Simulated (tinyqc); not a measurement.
Front-illuminated p-i-n photodiode, quantum efficiency and bandwidth: one step of the calculation.

Light enters through a p layer (0 to xp), a depleted layer (xp to xp + wi) and a thick n substrate, decaying as exp(-al x); one pass, no back reflection. Carriers made in the depleted layer are all collected; those in the neutral layers diffuse.

Task. Quantum efficiency. k = al Ln, s = S Ln/Dn, e = exp(-al xp); front layer f1 = (k/(k^2 - 1)) {[s + k - e (s cosh(xp/Ln) + sinh(xp/Ln))]/[s sinh(xp/Ln) + cosh(xp/Ln)] - k e}; depleted layer f2 = e (1 - exp(-al wi)); substrate f3 = e exp(-al wi) al Lp/(1 + al Lp); external efficiency (1 - Rf)(f1 + f2 + f3); responsivity = efficiency q lam/(h c).

Parameters, values chosen for the exercise; values close to those of 4H silicon carbide at this wavelength: wavelength lam = 280 nm; absorption coefficient al = 14300 1/cm; reflectance of the front face Rf = 0.3; thickness of the front p layer xp = 0.06 um; thickness of the depleted layer wi = 1.1 um; electron diffusion coefficient in the p layer Dn = 5.5 cm^2/s; electron diffusion length in the p layer Ln = 1.7 um; recombination velocity of the front surface S = 9e5 cm/s; hole diffusion length in the thick n substrate Lp = 0.86 um.

Constants: q = 1.602176634e-19 C, h = 6.62607015e-34 J s, c = 299792458 m/s. Results are converted to the units shown.

Give: s; f1; f2; f3; external efficiency; responsivity.

Result.

s = 27.818
f1 = 0.061549
f2 = 0.72741
f3 = 0.10499
external efficiency = 0.62577
responsivity = 0.14132 A/W

The front layer absorbs 8.22 % of the light that enters and collects 74.9 % of that. Diffusion from the neutral layers makes up 18.6 % of the current.

Computed by the program tinyqc: `OMP_NUM_THREADS=1 python tinyqc.py 2250028 2250029 out.jsonl`, one thread of a shared Intel Xeon 2.30GHz, about 0.01 s for the whole run.
